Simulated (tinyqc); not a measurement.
# Capacitance measurement on a leaky thin oxide: effects of series resistance and leakage: what changes with what

The device is a capacitance C in parallel with a leakage conductance G, in series with Rs and Ls. An impedance meter reports either a parallel pair (Cp, Gp) from Y = 1/Z = Gp + i w Cp or a series pair (Cs, Rm) from Z = Rm + 1/(i w Cs); w = 2 pi f, dissipation D = Gp/(w |Cp|).

Inputs (values chosen for the exercise); values of the order met in thin-oxide MOS capacitors: relative permittivity of the gate insulator (close to silicon dioxide) eox = 3.9; insulator thickness tox = 1.2 nm; gate area A = 2500 um^2; oxide-equivalent thickness added by the accumulation layer zc = 0.59 nm; oxide-equivalent thickness added by gate depletion zp = 0 nm; gate leakage current density, not matched to the thickness Jg = 0.006 A/cm^2; voltage for an e-fold rise of the leakage Vs = 0.29 V; series resistance Rs = 6.2 ohm; series inductance Ls = 0 nH; measuring frequency f = 1e5 Hz.

Constants: eps0 = 8.8541878128e-14 F/cm where lengths are in cm. Results are converted to the units shown.

Each table varies one quantity; the others keep the values above.

## Readings against frequency

EOT = 3.9 tox/eox; CET = EOT + zc + zp; C = 3.9 eps0 A/CET; G = Jg A/Vs. Z = Rs + i w Ls + 1/(G + i w C); CET read from Cp = 3.9 eps0 A/Cp; errors under 0.001 % are printed as 0.

The same in every row: C (pF) = 48.23.

Readings against frequency:

| f (Hz) | Cp (pF) | Cs (pF) | D | error of Cp (%) | error of Cs (%) | CET read from Cp (nm) |
|---|---|---|---|---|---|---|
| 1000 | 48.23 | 188.7 | 1.707 | 0 | 291 | 1.790 |
| 3000 | 48.23 | 63.84 | 0.5690 | 0 | 32.4 | 1.790 |
| 10000 | 48.23 | 49.63 | 0.1707 | 0 | 2.91 | 1.790 |
| 30000 | 48.23 | 48.38 | 0.05695 | 0 | 0.324 | 1.790 |
| 1e5 | 48.23 | 48.24 | 0.01726 | 0 | 0.0291 | 1.790 |
| 3e5 | 48.23 | 48.23 | 0.006253 | 0 | 3.24e-3 | 1.790 |
| 1e6 | 48.23 | 48.23 | 0.003586 | 0 | 0 | 1.790 |
| 3e6 | 48.23 | 48.23 | 0.006205 | -3.82e-3 | 0 | 1.790 |
| 1e7 | 48.21 | 48.23 | 0.01896 | -0.0359 | 0 | 1.791 |
| 3e7 | 48.08 | 48.23 | 0.05642 | -0.317 | 0 | 1.796 |

D goes from 1.71 through a minimum of 0.00359 (at f = 1e6 Hz among the rows listed) to 0.0564; without inductance its minimum lies at f = sqrt(G (1 + G Rs)/Rs)/(2 pi C) = 9.53e5 Hz. The error of Cp goes from 0 to -0.317 % and that of Cs from 291 to 0 %; at low frequency Cp tends to C/(1 + G Rs)^2 and Cs grows as 1 + (G/(w C))^2. One of the two readings is within 2 % of C for f = 1000, 3000, 10000, 30000, 1e5, 3e5, 1e6, 3e6, 1e7, 3e7 Hz. For f = 1000 D exceeds 1, where the accuracy of real meters degrades in proportion to sqrt(1 + D^2).

## Effect of the series resistance

Same model as above.

The same in every row: C (pF) = 48.228; Cs (pF) = 48.242.

Results:

| Rs (ohm) | Cp (pF) | D | error of Cp (%) | error of Cs (%) | CET read from Cp (nm) |
|---|---|---|---|---|---|
| 1 | 48.228 | 0.017100 | 0 | 0.0291 | 1.7900 |
| 3 | 48.228 | 0.017160 | 0 | 0.0291 | 1.7900 |
| 10 | 48.228 | 0.017372 | -1.04e-3 | 0.0291 | 1.7900 |
| 100 | 48.223 | 0.020100 | -0.0113 | 0.0291 | 1.7902 |
| 300 | 48.209 | 0.026163 | -0.0393 | 0.0291 | 1.7907 |
| 1000 | 48.134 | 0.047381 | -0.195 | 0.0291 | 1.7935 |
| 3000 | 47.686 | 0.10800 | -1.12 | 0.0291 | 1.8104 |

Estimate the missing row, Rs = 30 ohm.

Computed row:

| Rs (ohm) | Cp (pF) | D | error of Cp (%) | error of Cs (%) | CET read from Cp (nm) |
|---|---|---|---|---|---|
| 30 | 48.227 | 0.017979 | -3.19e-3 | 0.0291 | 1.7901 |

With this row back in the table: As Rs goes from 1 to 3000, the error of Cp goes from 0 to -1.12 %, that of Cs from 0.0291 to 0.0291 %, and D rises from 0.0171 to 0.108. The CET read from Cp goes from 1.79 to 1.81 nm against the true 1.79 nm. Rs does not enter the imaginary part of Z, so Cs does not depend on it.

Computed by the program tinyqc: `OMP_NUM_THREADS=1 python tinyqc.py 2022166 2022167 out.jsonl`, one thread of a shared Intel Xeon 2.30GHz, about 0.01 s for the whole run.
